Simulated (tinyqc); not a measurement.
Model-solid line-up of a strained alloy layer on a substrate: sweeps and comparisons. A value that a table varies takes the place of the one given here.

All values of the alloy are linear in x but the gap, Eg(x) = (1 - x) Eg_A + x Eg_B - C x (1 - x), and the valence edge, Ev(x) = (1 - x) Ev_A + x Ev_B + fv C x (1 - x); Ec = Ev + Eg. Ev is the top of the unstrained valence band on a scale common to all materials. In the layer only the Gamma valley of the conduction band is followed, also where an X or L valley would lie lower.

Coherent growth on a (001) face: e_par = (a_s - a)/a, e_perp = -2 (C12/C11) e_par; exx = eyy = e_par, ezz = e_perp, no shear.

Strained edges: Ec + ac tr(e); the valence edges are Ev plus the levels of the 6 x 6 matrix of X, Y, Z times spin with -Dso/3 + l exx + m (eyy + ezz) on the diagonal (cyclic), n exy off it, l = av + 2 b, m = av - b, n = sqrt(3) d. Spin-orbit term (Dso/3) L.sigma on X, Y, Z with (L_k)_ij = -i epsilon_kij: <X+|H|Y+> = -i Dso/3, <X+|H|Z-> = Dso/3, <Y+|H|Z-> = -i Dso/3, <Z+|H|X-> = -Dso/3, <Z+|H|Y-> = i Dso/3, <X-|H|Y-> = i Dso/3, and their conjugates; + and - are the spin along z.

dEc = Ec(substrate) - Ec(layer), dEv = Ev(layer) - Ev(substrate); positive values confine the carrier in the layer. Type I: both of one sign; type II: opposite signs; type III: the gaps do not overlap.

Coherent growth: e_par = (a_s - a)/a. (001): e_perp = -2 (C12/C11) e_par; exx = eyy = e_par, ezz = e_perp, no shear. (111): e_perp = -(2 C11 + 4 C12 - 4 C44)/(C11 + 2 C12 + 4 C44) e_par; exx = eyy = ezz = (2 e_par + e_perp)/3 and exy = eyz = ezx = (e_perp - e_par)/3. (110): e_perp = -(C11 + 3 C12 - 2 C44)/(C11 + C12 + 2 C44) e_par; exx = eyy = (e_par + e_perp)/2, ezz = e_par, exy = (e_perp - e_par)/2, eyz = ezx = 0.

Values chosen for the exercise (A near GaSb, B near GaAs, substrate near InP; not measured data): a = (6.102, 5.646) angstrom (lattice constant of A, B); Eg = (0.805, 1.513) eV (gap at Gamma to the s-like level of A, B); Dso = (0.755, 0.338) eV (spin-orbit splitting of A, B); Ev = (-0.03, -0.8) eV (top of the unstrained valence band of A, B); ac = (-7.4, -7.07) eV (conduction deformation potential of A, B); av = (0.79, 1.15) eV (valence hydrostatic potential of A, B); b = (-1.99, -2) eV (tetragonal shear potential of A, B); d = (-4.74, -4.87) eV (trigonal shear potential of A, B); C11 = (87.7, 122) GPa (of A, B); C12 = (39.7, 57.1) GPa (of A, B); C44 = (43.7, 60.2) GPa (of A, B); C = 1.473 eV (bowing of the gap); fv = 0.7 (share of the bowing taken by the valence edge); a_s = 5.878 angstrom (substrate); Eg_s = 1.408 eV (lowest gap of the substrate); Ev_s = -0.93 eV (substrate valence edge); face = 001 (growth face); x = 0.33 (fraction of B).

## Composition against offsets

Each composition is strained to the same substrate.

Results:

| x | e_par (%) | relaxed gap (eV) | strained gap (eV) | valence splitting (meV) | dEc (eV) | dEv (eV) | type |
|---|---|---|---|---|---|---|---|
| 0.10 | -2.95 | 0.743 | 0.894 | 185 | -0.488 | 1.001 | II |
| 0.21 | -2.14 | 0.709 | 0.818 | 141 | -0.381 | 0.971 | II |
| 0.32 | -1.31 | 0.711 | 0.777 | 92 | -0.285 | 0.915 | II |
| 0.43 | -0.47 | 0.748 | 0.772 | 35 | -0.199 | 0.835 | II |
| 0.53 | 0.30 | 0.813 | 0.775 | 24 | -0.131 | 0.764 | II |
| 0.64 | 1.17 | 0.919 | 0.764 | 97 | -0.065 | 0.710 | II |
| 0.75 | 2.05 | 1.060 | 0.778 | 181 | -0.011 | 0.641 | II |
| 0.86 | 2.95 | 1.237 | 0.818 | 274 | 0.033 | 0.557 | I |

What can be read from the table?

The alloy matches the substrate at x = 0.491, where the top valence edge changes its character and the splitting passes through zero. The strained gap runs from 0.894 to 0.818 eV, against 0.743 to 1.237 eV for the relaxed alloy: strain reverses the change that the composition makes. It is not monotonic; its extremes in the table are 0.764 and 0.894 eV. Strains above 2 % can be kept only in layers of a few nanometres. The type changes: II to I between x = 0.75 and 0.86. Offsets below about 50 meV are within the spread of parameter sets, so those rows do not settle the type.

## The same layer on three faces

Composition and substrate are kept.

Results:

| face | e_perp (%) | tr(e) (%) | shift of Ec (meV) | shift of Ev (meV) | valence splitting (meV) | gap (eV) |
|---|---|---|---|---|---|---|
| (001) | 1.134 | -1.337 | 97.5 | 35.1 | 86.7 | 0.7754 |
| (111) | 0.586 | -1.885 | 137.4 | 33.2 | 91.8 | 0.8172 |
| (110) | 0.697 | -1.773 | 129.3 | 34.3 | 92.1 | 0.8080 |

What can be read from the table?

The layer yields most along the normal on (001) and least on (111), so the volume change, and with it the shift of Ec, is largest on (111). The valence splitting, set by b on (001), by d on (111) and by both on (110), is largest on (110). The gaps span 42 meV, from (001) to (111).

## What each parameter does

Strained gap, valence splitting and offsets. Each row changes one parameter from the base and keeps the others.

Results:

| case | gap (eV) | splitting (meV) | dEc (eV) | dEv (eV) |
|---|---|---|---|---|
| base | 0.7754 | 86.7 | -0.2763 | 0.9090 |
| x = 0.31 | 0.7795 | 96.3 | -0.2928 | 0.9213 |
| a_s = 5.858 angstrom | 0.7923 | 107.5 | -0.3028 | 0.9185 |
| C = 1.573 eV | 0.7532 | 86.7 | -0.2697 | 0.9244 |
| fv = 0.9 | 0.7754 | 86.7 | -0.3414 | 0.9741 |
| Ev_s = -0.88 eV | 0.7754 | 86.7 | -0.2263 | 0.8590 |
| d = (-5.451, -5.6) eV | 0.7754 | 86.7 | -0.2763 | 0.9090 |
| ac = (-8.51, -8.13) eV | 0.7900 | 86.7 | -0.2909 | 0.9090 |
| b = (-2.288, -2.3) eV | 0.7683 | 98.3 | -0.2763 | 0.9160 |

How do the results move?

The largest shifts from the base row, up to three for each result and ties (the steps differ in size, so this ranks the rows, not the parameters). gap (eV): C -0.0221, a_s +0.0170, ac +0.0146; unchanged at the printed digits by fv, Ev_s and d. splitting (meV): a_s +20.7, b +11.6, x +9.6; unchanged at the printed digits by C, fv, Ev_s, d and ac. dEc (eV): fv -0.0651, Ev_s +0.0500, a_s -0.0265; unchanged at the printed digits by d and b. dEv (eV): fv +0.0651, Ev_s -0.0500, C +0.0155; unchanged at the printed digits by d and ac.

Computed by tinyqc, a small Python program: `OMP_NUM_THREADS=1 python tinyqc.py 1080115 1080116 out.jsonl` (the numbers bound the seed that draws the inputs); one thread of a shared host (Intel(R) Xeon(R) Processor @ 2.30GHz), about 0.01 s for the whole set of steps.
